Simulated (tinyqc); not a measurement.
The product rho l across metals: free and nearly free electrons in a metal.

Constants: hbar^2/2m0 = 3.80998211 eV angstrom^2; hbar = 6.58211957e-16 eV s.

Free electrons with m = 1; fcc cells hold 4 atoms and bcc cells 2; n = atoms z/a^3, kF = (3 pi^2 n)^(1/3), rho l = hbar kF/(n e^2), e = 1.602176634e-19 C. Inputs are chosen for the exercise.

Cases:

| case | lattice | a (angstrom) | z | rho (micro-ohm cm) |
|---|---|---|---|---|
| near Au | fcc | 4.100 | 1 | 2.26 |
| near Na | bcc | 4.223 | 1 | 5.11 |
| near Cu | fcc | 3.621 | 1 | 1.64 |
| near Ag | fcc | 4.078 | 1 | 1.56 |
| near Li | bcc | 3.462 | 1 | 9.86 |
| near K | bcc | 5.279 | 1 | 6.99 |

Rank the cases by rho l (1e-16 ohm m^2), lowest first.

Answer: near Cu, near Ag, near Au, near Li, near Na, near K.

Results:

| case | lattice | a (angstrom) | z | rho (micro-ohm cm) | kF (1/angstrom) | EF (eV) | l (nm) | rho l (1e-16 ohm m^2) |
|---|---|---|---|---|---|---|---|---|
| near Au | fcc | 4.100 | 1 | 2.26 | 1.198 | 5.47 | 37.5 | 8.48 |
| near Na | bcc | 4.223 | 1 | 5.11 | 0.923 | 3.25 | 27.9 | 14.28 |
| near Cu | fcc | 3.621 | 1 | 1.64 | 1.356 | 7.01 | 40.3 | 6.61 |
| near Ag | fcc | 4.078 | 1 | 1.56 | 1.204 | 5.53 | 53.8 | 8.39 |
| near Li | bcc | 3.462 | 1 | 9.86 | 1.126 | 4.83 | 9.7 | 9.60 |
| near K | bcc | 5.279 | 1 | 6.99 | 0.738 | 2.08 | 31.9 | 22.31 |

rho l falls as n^(-2/3): it is lowest for the case near Cu and highest for near K. The lowest bulk rho belongs to near Ag; in very narrow wires, where rho l rules, the order changes. Real Fermi surfaces depart from spheres, most for the polyvalent and noble metals.

Run: tinyqc, `OMP_NUM_THREADS=1 python tinyqc.py 1682534 1682535 out.jsonl`; Intel(R) Xeon(R) Processor @ 2.30GHz, one thread, shared host; about 0.01 s of CPU time with all checks.
